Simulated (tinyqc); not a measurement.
Equilibrium crystal shape, supported particles, Gibbs-Thomson effect and coarsening. Inputs raised by 5 %, one at a time. Computed by tinyqc, a small Python program. Command: `OMP_NUM_THREADS=1 python tinyqc.py 3013258 3013259 out.jsonl wulff sens`. One thread of a shared host (Intel(R) Xeon(R) Processor @ 2.30GHz), about 0.2 s of CPU time with the checks.

A cubic crystal bounded by {100}, {110} and {111} facets only.

Inputs (values chosen for the exercise, for a model cubic crystal):
```
quantity                                value        unit
atomic volume Omega                     17.05  angstrom^3
atoms in the particle N                610000           -
temperature T                             875           K
precipitate interface energy gamma_i     0.24       J/m^2
solubility x_inf at a flat interface   0.0056           -
diffusivity D                         3.7e-20       m^2/s
mean radius at the start r0                18          nm
time t                                    540           s
```

Surface energies: given.

surface energies gamma(100), gamma(110), gamma(111) (J/m^2): 0.992  0.902  0.89

Constants: e = 1.602176634e-19 C; k_B = 8.617333262e-05 eV/K; k_B = 1.380649e-23 J/K.

Method:
- The energies and Omega are given.
- Wulff construction: the facet planes lie at distances lambda gamma from the centre, and the shape is the region inside all of them; V = (1/3) sum of area x distance. gamma_mean = sum A gamma / sum A; shape factor eta = A/V^(2/3) (4.836 for a sphere). lambda follows from V = N Omega.
- For the Wulff shape mu - mu(bulk) = 2 Omega gamma/h, with gamma and h = lambda gamma the energy and distance of any one facet plane, here (111); the vapour pressure rises by exp[(mu - mu(bulk))/(k_B T)].
- Spherical precipitates of nearly pure solute with atomic volume Omega: x(r) = x_inf exp(l/r), l = 2 gamma_i Omega/(k_B T). Diffusion-limited coarsening at small volume fraction (Lifshitz-Slyozov-Wagner): r^3 = r0^3 + K t, K = (4/9) D x_inf l; the number density falls as (r0/r)^3. The steady size distribution is assumed from the start, and D and x_inf are inputs that do not follow T.

Runs:
```
input moved                                      from         to  mu - mu(bulk) (meV)  pressure ratio  mean radius at t (nm)  capillary length l (nm)
base run                                            -          -               15.073          1.2213                 18.000                  0.67745
atomic volume Omega (angstrom^3)                17.05    17.9025               15.572          1.2294                 18.000                  0.71132
atoms in the particle N                        610000     640500               14.830          1.2174                 18.000                  0.67745
precipitate interface energy gamma_i (J/m^2)     0.24      0.252               15.073          1.2213                 18.000                  0.71132
solubility x_inf at a flat interface           0.0056    0.00588               15.073          1.2213                 18.000                  0.67745
diffusivity D (m^2/s)                         3.7e-20  3.885e-20               15.073          1.2213                 18.000                  0.67745
mean radius at the start r0 (nm)                   18       18.9               15.073          1.2213                 18.900                  0.67745
time t (s)                                        540        567               15.073          1.2213                 18.000                  0.67745
```

Exponents ln(y'/y) / ln(x'/x):
```
input                                 mu - mu(bulk)  pressure ratio  mean radius at t  capillary length l
atomic volume Omega                           0.667           0.135                 0                   1
atoms in the particle N                      -0.333          -0.066                 0                   0
precipitate interface energy gamma_i          0.000           0.000                 0                   1
solubility x_inf at a flat interface          0.000           0.000                 0                   0
diffusivity D                                 0.000           0.000                 0                   0
mean radius at the start r0                   0.000           0.000                 1                   0
time t                                        0.000           0.000                 0                   0
```

Among the inputs moved here: mu - mu(bulk) answers most in size to atomic volume Omega (exponent +0.667), next to atoms in the particle N (-0.333); its exponent is below 0.0005 for precipitate interface energy gamma_i, solubility x_inf at a flat interface, diffusivity D, mean radius at the start r0, time t. Its exponent -0.333 in atoms in the particle N: mu goes as 1/size. Pressure ratio answers most in size to atomic volume Omega (exponent +0.135), next to atoms in the particle N (-0.066); its exponent is below 0.0005 for precipitate interface energy gamma_i, solubility x_inf at a flat interface, diffusivity D, mean radius at the start r0, time t. Mean radius at t answers most in size to mean radius at the start r0 (exponent +1.000); its exponent is below 0.0005 for atomic volume Omega, atoms in the particle N, precipitate interface energy gamma_i, solubility x_inf at a flat interface, diffusivity D, time t. Its exponent 0.000 in time t: K t is still small against r0^3. Capillary length l answers most in size to atomic volume Omega (exponent +1.000), and about equally to precipitate interface energy gamma_i (+1.000); its exponent is below 0.0005 for atoms in the particle N, solubility x_inf at a flat interface, diffusivity D, mean radius at the start r0, time t.
